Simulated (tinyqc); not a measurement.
Inside a calculation. Method: Hueckel theory of the pi electrons, for the molecule c1ccc2[nH]ccc2c1 (SMILES; centres numbered as the heavy atoms are written). One step of it, computed by the program tinyqc.

Problem. Energy, charges, bond orders. E = sum n x; q_r = z_r - P_rr; bond order p = P_rs; free valence = sqrt(3) - sum of p over the bonds of the atom.

x values: [2.405350, 1.738187, 1.321693, 0.860763, 0.605933, -0.811525, -1.084972, -1.448449, -2.146979]

occupations: [2.000000, 2.000000, 2.000000, 2.000000, 2.000000, 0.000000, 0.000000, 0.000000, 0.000000]

charge and bond-order matrix P, order 1C, 2C, 3C, 4C, 5N, 6C, 7C, 8C, 9C:
```
[[1.025318, 0.635899, -0.027774, -0.289535, 0.097992, 0.035572, -0.100692, -0.030259, 0.698904],
 [0.635899, 1.018111, 0.686290, -0.017610, -0.098603, 0.187169, 0.046236, -0.276921, -0.020566],
 [-0.027774, 0.686290, 1.028275, 0.626924, -0.116202, -0.061315, 0.010940, 0.038319, -0.339927],
 [-0.289535, -0.017610, 0.626924, 0.999376, 0.344166, -0.261057, -0.069232, 0.574859, 0.031112],
 [0.097992, -0.098603, -0.116202, 0.344166, 1.788707, 0.383791, -0.228906, -0.154981, 0.054318],
 [0.035572, 0.187169, -0.061315, -0.261057, 0.383791, 0.979128, 0.834210, -0.036843, -0.216327],
 [-0.100692, 0.046236, 0.010940, -0.069232, -0.228906, 0.834210, 1.109386, 0.469963, -0.040924],
 [-0.030259, -0.276921, 0.038319, 0.574859, -0.154981, -0.036843, 0.469963, 1.036073, 0.585598],
 [0.698904, -0.020566, -0.339927, 0.031112, 0.054318, -0.216327, -0.040924, 0.585598, 1.015626]]
```

Centres:
```
centre  z_r, pi electrons of the neutral centre         h
1C                                            1  0.000000
2C                                            1  0.000000
3C                                            1  0.000000
4C                                            1  0.000000
5N                                            2  1.440000
6C                                            1  0.000000
7C                                            1  0.000000
8C                                            1  0.000000
9C                                            1  0.000000
```

Bonds:
```
i  j         k
1  2         1
2  3         1
3  4         1
4  5  0.730000
5  6  0.730000
6  7         1
7  8         1
8  9         1
9  1         1
8  4         1
```

Give: pi energy = 10 alpha + this times beta; pi charges; Bond orders and lengths from R = 1.517 - 0.180 p; free valence of the carbons; gap between the highest filled and the next level.

Solution.

pi energy = 10 alpha + this times beta = 13.8639

pi charges: [-0.0253, -0.0181, -0.0283, 0.0006, 0.2113, 0.0209, -0.1094, -0.0361, -0.0156]

Bond orders and lengths from R = 1.517 - 0.180 p (angstrom, C-C alone):
```
bond       p       R
1-2   0.6359  1.4025
2-3   0.6863  1.3935
3-4   0.6269  1.4042
4-5   0.3442       -
5-6   0.3838       -
6-7   0.8342  1.3668
7-8   0.4700  1.4324
8-9   0.5856  1.4116
9-1   0.6989  1.3912
8-4   0.5749  1.4135
```

free valence of the carbons: [0.3972, 0.4099, 0.4188, 0.1861, 0.5140, 0.4279, 0.1016, 0.4475]

gap between the highest filled and the next level = 1.4175 |beta|
